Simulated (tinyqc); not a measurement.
# Keating valence-force model of a tetrahedral crystal, step by step

A worked calculation. Computed by tinyqc, a small Python program that keeps every step. Command: `OMP_NUM_THREADS=1 python tinyqc.py 3029681 3029682 out.jsonl keating walk`. One thread of a shared host (Intel(R) Xeon(R) Processor @ 2.30GHz), about 0.02 s of CPU time with the checks. Intermediate numbers are printed to about 5 digits and carried at full precision; extremes and crossings named in words are read from the listed rows.

Atom A sits at 0 and atom B at a/4 (1,1,1) of an fcc lattice; the four bonds from A are t = a/4 (1,1,1), a/4 (1,-1,-1), a/4 (-1,1,-1), a/4 (-1,-1,1), of length d = sqrt(3) a/4. Energy: E = (3 alpha/(8 d^2)) sum over bonds (r.r - d^2)^2 + (3 beta/(8 d^2)) sum over pairs of bonds at one atom (r_i.r_j + d^2/3)^2, with beta_A for the six pairs at A and beta_B for the six at B. The cell holds two atoms, Omega = a^3/4. 1 N/m = 1 J/m^2. With constants fitted to the elastic moduli this model puts optical and zone-boundary frequencies of real crystals too high, by up to about 20 % in elemental crystals and up to about 50 % in compounds, and mostly by more for TA modes; in compounds the lattice part of the static dielectric constant then comes out too low.

Inputs (values chosen for the exercise, modelled on aluminium arsenide):

| quantity | value | unit |
|---|---|---|
| lattice constant a | 5.661 | angstrom |
| mass M_A | 26.98 | u |
| mass M_B | 74.92 | u |
| bond stretching alpha | 42.6 | N/m |
| bond bending beta_A | 10.1 | N/m |
| bond bending beta_B | 10.1 | N/m |
| Born charge Z* | 2.15 | e |
| eps_inf | 8.25 | - |
| mesh divisions n | 4 | - |
| temperature T | 400 | K |

Structure: zinc blende.

wave vector q (2 pi/a): 0.54  0.45  0.21

Constants: 1 eV/angstrom^2 = 16.02176634 J/m^2; nu for 1 eV/(angstrom^2 u) = 15.6333042 THz; 1 THz = 33.35640952 1/cm; e^2/(4 pi eps_0) = 14.39964548 eV angstrom; u = 1.6605390666e-27 kg; h x 1 THz = 4.135667696 meV; k_B = 8.617333262e-05 eV/K.

## Dynamical matrix at q

With displacements u exp(i q.r), each bracket changes by g.u, where g = (g_A, g_B): bond t, g = (-2 t, 2 t exp(i q.t)); pair (i, j) at A, g = (-(t_i + t_j), t_i exp(i q.t_j) + t_j exp(i q.t_i)); pair at B, g = (-t_i exp(-i q.t_j) - t_j exp(-i q.t_i), t_i + t_j). Then D_mn = sum over the 4 bonds and 12 pairs of (4 k/a^2) conj(g_m) g_n / sqrt(M_m M_n), with k = alpha or beta converted to eV/angstrom^2. Only the short-range forces enter; the Coulomb field of the charges is left out.

D(q) (eV/(angstrom^2 u)):
```
                   A x                A y                A z                B x
A x            0.51669   0.02290+0.00404i   0.01421+0.02113i  -0.13923+0.04618i
A y   0.02290-0.00404i            0.50628   0.01414+0.01469i   0.08318-0.02940i
A z   0.01421-0.02113i   0.01414-0.01469i            0.50999   0.03334-0.07333i
B x  -0.13923-0.04618i   0.08318+0.02940i   0.03334+0.07333i            0.18607
B y   0.08318+0.02940i  -0.13923-0.04618i   0.02511+0.09739i   0.00825+0.00145i
B z   0.03334+0.07333i   0.02511+0.09739i  -0.13923-0.04618i   0.00512+0.00761i

                   B y                B z
A x   0.08318-0.02940i   0.03334-0.07333i
A y  -0.13923+0.04618i   0.02511-0.09739i
A z   0.02511-0.09739i  -0.13923+0.04618i
B x   0.00825-0.00145i   0.00512-0.00761i
B y            0.18232   0.00509-0.00529i
B z   0.00509+0.00529i            0.18366
```

## Frequencies at q

Diagonalise the Hermitian matrix D. An eigenvalue lambda of D in eV/(angstrom^2 u) gives nu = 15.6333042 THz x sqrt(lambda). The weight on A is the sum of |e|^2 over the three components of atom A.

frequencies (THz): 3.462  4.174  6.430  11.543  12.252  12.469

weights on atom A: 0.22395  0.20250  0.06355  0.91125  0.77622  0.82253

The top mode has 82 % of its weight on A, the lighter atom.

## Elastic constants and internal strain

beta = (beta_A + beta_B)/2; C11 = (alpha + 3 beta)/a, C12 = (alpha - beta)/a, C44 = 4 alpha beta/(a (alpha + beta)); with the two sublattices clamped C44(0) = (alpha + beta)/a; internal-strain parameter zeta = (alpha - beta)/(alpha + beta); B = (C11 + 2 C12)/3.

C11 = 128.78 GPa

C12 = 57.410 GPa

C44 = 57.688 GPa

clamped C44(0) = 93.093 GPa

internal-strain parameter zeta = 0.61670

bulk modulus B = 81.199 GPa

Letting the sublattices shift lowers C44 by 38 %, which is zeta^2. A shear is shared between bond lengths and angles. The model fixes 2 C44 (C11 + C12)/((C11 - C12)(C11 + 3 C12)) = 1.000 whatever alpha and beta are.

## Optical mode at the zone centre

beta = (beta_A + beta_B)/2; mu = M_A M_B/(M_A + M_B); lambda = 4 (alpha + beta)/mu with the springs in eV/angstrom^2; nu = 15.6333042 THz x sqrt(lambda).

reduced mass mu = 19.837 u

nu_TO at G = 12.732 THz

the same as a wavenumber = 424.70 1/cm

## LO-TO splitting

The long-range field adds 4 pi Z*^2 (e^2/(4 pi eps_0))/(eps_inf Omega mu) to lambda for the longitudinal mode at q -> 0; lambda = (nu/15.6333042 THz)^2; eps_0 = eps_inf (nu_LO/nu_TO)^2 (Lyddane-Sachs-Teller; here eps_0 is the static dielectric constant).

nu_LO at G = 13.771 THz

static dielectric constant = 9.6517

The splitting is 8.2 % of nu_TO, and the lattice adds 1.40 to the dielectric constant.

## Frequencies at the zone boundary

The formulas are those given above.

Frequencies (THz) at points given in 2 pi/a:

| point | nu 1 | nu 2 | nu 3 | nu 4 | nu 5 | nu 6 |
|---|---|---|---|---|---|---|
| X (1, 0, 0) | 4.7694 | 4.7694 | 7.1517 | 11.805 | 11.805 | 11.917 |
| L (0.5, 0.5, 0.5) | 3.4343 | 3.4343 | 6.9497 | 11.709 | 12.260 | 12.260 |
| W (1, 0.5, 0) | 5.1121 | 5.4279 | 6.5514 | 10.917 | 11.869 | 12.602 |
| K (0.75, 0.75, 0) | 4.4332 | 5.6326 | 6.6799 | 11.033 | 11.935 | 12.512 |

At X the two longitudinal modes are split (7.15 and 11.92 THz) because each moves one sublattice alone.

## Lowest frequency at X

Take the lowest frequency at X = (1, 0, 0) 2 pi/a, the transverse acoustic (TA) mode.

TA frequency at X = 4.7694 THz

## Transverse acoustic branch against its sound line

The sound line is nu = v q/(2 pi) with v = sqrt(C44/rho), rho = (M_A + M_B)/Omega; the clamped line uses C44(0).

Frequencies (THz) along G-X:

| q (2 pi/a) | lowest branch | sound line, relaxed C44 | sound line, clamped C44(0) | third-lowest frequency | highest frequency |
|---|---|---|---|---|---|
| 0.05 | 0.3471 | 0.3473 | 0.4412 | 0.5185 | 12.729 |
| 0.15 | 1.0358 | 1.0419 | 1.3236 | 1.5468 | 12.705 |
| 0.30 | 2.0337 | 2.0839 | 2.6472 | 3.0340 | 12.622 |
| 0.45 | 2.9524 | 3.1258 | 3.9708 | 4.4007 | 12.484 |
| 0.60 | 3.7429 | 4.1677 | 5.2944 | 5.5807 | 12.300 |
| 0.75 | 4.3466 | 5.2097 | 6.6180 | 6.4945 | 12.101 |
| 0.90 | 4.6995 | 6.2516 | 7.9416 | 7.0415 | 11.951 |
| 1.00 | 4.7694 | 6.9462 | 8.8240 | 7.1517 | 11.917 |

At small q the branch follows the relaxed line (0.999 of it, against 0.787 of the clamped one): in a long shear wave the sublattices shift against each other. At X it reaches 69 % of the relaxed line. Real tetrahedral semiconductors have flatter TA branches than a Keating model fitted to their elastic constants, which needs longer-ranged terms to mend.

## Thermal sums on a mesh

Mesh: q = sum_i (m_i + 1/2)/n b_i, m_i = 0..n-1, with b = [[-1, 1, 1], [1, -1, 1], [1, 1, -1]] in 2 pi/a; sums over the six modes are averaged over the n^3 points and halved, per atom. With x = h nu/(k_B T) and n = 1/(exp(x) - 1) for each mode: F = k_B T [x/2 + ln(1 - exp(-x))], U = k_B T x (n + 1/2), S/k_B = x n - ln(1 - exp(-x)), C/k_B = x^2 n (n + 1). The acoustic share counts the three lowest modes at each q; zero-point energy = sum h nu/2.

free energy F = -8.0964 meV/atom

entropy S = 3.5314 k_B/atom

heat capacity C = 2.7209 k_B/atom

acoustic share of C = 0.53594

zero-point energy = 51.980 meV/atom

C is 91 % of the classical value; the optical modes are partly excited.

Checks made by the program: slopes of the acoustic branches along [110] against C11, C12 and the relaxed C44 (relative difference 1e-06); zone-centre optical mode against D(q = 0) (relative difference below 1e-10); longitudinal modes at X against the diagonal of D (relative difference below 1e-10).
